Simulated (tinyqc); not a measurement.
Tight binding, dimerised chain, step by step. One step of it, computed by the program tinyqc.

Problem. Levels at k. Diagonalise the Hermitian matrix.

H(k) at k (eV):
```
                     A                    B
A             0.000000  -0.040634+0.479971i
B  -0.040634-0.479971i             0.000000
```

Give: eigenvalues; weights |c|^2 of the basis functions.

Solution.

eigenvalues (eV): -0.4817  0.4817

weights |c|^2 of the basis functions:
```
   band 1  band 2
A  0.5000  0.5000
B  0.5000  0.5000
```
